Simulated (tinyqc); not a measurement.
Inputs raised by 2 %, one at a time: low-temperature mobility of a two-dimensional electron gas with static screening. Computed by tinyqc, a small Python program. Command: `OMP_NUM_THREADS=1 python tinyqc.py 3006504 3006505 out.jsonl twodeg sens`. One thread of a shared host (Intel(R) Xeon(R) Processor @ 2.30GHz), about 0.06 s of CPU time with the checks.

One subband is filled, the gas is degenerate and scatters at the Fermi circle; one permittivity serves on both sides of the interface. All formulas are in SI units, masses times m_0. Piezoelectric and polar phonons are left out, and n_s is taken as set by a gate, independent of N_i.

Inputs (values chosen for the exercise, modelled on an InAs channel): in-plane mass m = 0.0306 m_0; mass across the layer m_z = 0.0309 m_0; permittivity eps = 14.9; valley degeneracy g_v = 1; sheet density n_s = 4.6e+12 1/cm^2; depletion charge N_d = 5.7e+10 1/cm^2; roughness height Delta = 0.68 nm; correlation length Lambda = 1.3 nm; remote charge density N_i = 4e+10 1/cm^2; distance d of the charges from the interface = 15 nm; density rho = 5680 kg/m^3; sound velocity v_l = 4260 m/s; deformation potential D_A = 6.9 eV; temperature T = 20 K.

Wave function: Fang-Howard. Roughness spectrum: exponential.

Constants: m_0 = 9.1093837015e-31 kg; e = 1.602176634e-19 C; eps_0 = 8.8541878128e-12 F/m; hbar = 1.054571817e-34 J s; k_B = 1.380649e-23 J/K.

Method:
- k_F = sqrt(2 pi n_s/g_v); E_F = hbar^2 k_F^2/(2 m); q_TF = g_v m e^2/(2 pi eps eps_0 hbar^2); Fang-Howard parameter b = [12 m_z e^2 (N_d + 11 n_s/32)/(eps eps_0 hbar^2)]^(1/3), mean depth 3/b; effective field F = e (N_d + n_s/2)/(eps eps_0).
- Form factors with u = q/b: screening G(q) = [1 + 9u/8 + 3u^2/8]/(1 + u)^3, remote charge P(q) = exp(-q d)/(1 + u)^3. Dielectric function eps(q) = 1 + q_TF G(q)/q, with q = 2 k_F sin(theta/2).
- Roughness: <|U|^2> = (e F)^2 S(q), S = pi Delta^2 Lambda^2/(1 + q^2 Lambda^2/2)^(3/2).
- 1/tau_t = (m/(pi hbar^3)) int_0^pi (1 - cos theta) <|U|^2>/eps(q)^2 dtheta; the quantum rate 1/tau_q drops the factor (1 - cos theta); 200 Gauss-Legendre points in s with theta = pi s^2, s from 0 to 1; mu = e tau_t/m.
- Remote charges: <|U|^2> = N_i [e^2 P(q)/(2 eps eps_0 q)]^2.
- Unscreened deformation potential in equipartition: 1/tau = m D_A^2 k_B T I/(rho v_l^2 hbar^3), I = int |psi|^4 dz = 3 b/16 for the Fang-Howard function (used for both wave-function options); mu = e tau/m. Bloch-Grueneisen temperature T_BG = 2 hbar v_l k_F/k_B.
- At the Fermi circle the rates add, so 1/mu is the sum; sheet resistance 1/(n_s e mu); mean free path hbar k_F mu/e; the quantum time adds the rates 1/tau_q, with the isotropic acoustic rate e/(m mu).

Runs; columns: (1) input moved; (2) from; (3) to; (4) mobility mu (cm^2/(V s)); (5) roughness mobility (cm^2/(V s)); (6) Dingle ratio tau_t/tau_q; (7) sheet resistance (ohm):
```
(1)                                                    (2)        (3)         (4)         (5)     (6)     (7)
base run                                                 -          -  1.0524e+05  1.0658e+05  1.4121  12.893
in-plane mass m (m_0)                               0.0306   0.031212  1.0124e+05  1.0252e+05  1.4016  13.403
permittivity eps                                      14.9     15.198  1.0933e+05  1.1077e+05  1.4227  12.411
sheet density n_s (1/cm^2)                         4.6e+12  4.692e+12  1.0239e+05  1.0367e+05  1.4074  12.991
roughness height Delta (nm)                           0.68     0.6936  1.0120e+05  1.0244e+05  1.4016  13.408
correlation length Lambda (nm)                         1.3      1.326  1.0354e+05  1.0484e+05  1.4160  13.104
distance d of the charges from the interface (nm)       15       15.3  1.0524e+05  1.0658e+05  1.4092  12.893
deformation potential D_A (eV)                         6.9      7.038  1.0519e+05  1.0658e+05  1.4119  12.900
```

Exponents ln(y'/y) / ln(x'/x):
```
input                                         mobility mu  roughness mobility  Dingle ratio tau_t/tau_q  sheet resistance
in-plane mass m                                    -1.958              -1.958                    -0.377             1.958
permittivity eps                                    1.927               1.947                     0.376            -1.927
sheet density n_s                                  -1.383              -1.397                    -0.167             0.383
roughness height Delta                             -1.975              -2.000                    -0.377             1.975
correlation length Lambda                          -0.820              -0.830                     0.139             0.820
distance d of the charges from the interface        0.001               0.000                    -0.103            -0.001
deformation potential D_A                          -0.025               0.000                    -0.007             0.025
```

Among the inputs moved here: mobility mu answers most in size to roughness height Delta (exponent -1.975), and about equally to in-plane mass m (-1.958). Roughness mobility answers most in size to roughness height Delta (exponent -2.000), next to in-plane mass m (-1.958); its exponent is below 0.0005 for distance d of the charges from the interface, deformation potential D_A. Its exponent -2.000 in roughness height Delta: the matrix element is e F Delta. Dingle ratio tau_t/tau_q answers most in size to in-plane mass m (exponent -0.377), and about equally to roughness height Delta (-0.377), permittivity eps (+0.376). Sheet resistance answers most in size to roughness height Delta (exponent +1.975), and about equally to in-plane mass m (+1.958).

Caution (all rows): E_F exceeds 100 meV in a band of small mass, where non-parabolicity and upper valleys, left out here, matter. Caution (all rows): E_F exceeds 1.1 (hbar^2 e^2 F^2/2 m_z)^(1/3), of the order of the first subband spacing (1.75 times that in a triangular well, less with self-consistent band bending), so a second subband may fill. Caution (all rows): T is below the Bloch-Grueneisen temperature T_BG, so equipartition fails: the acoustic mobility is only a lower bound and the acoustic share of 1/mu is overstated.
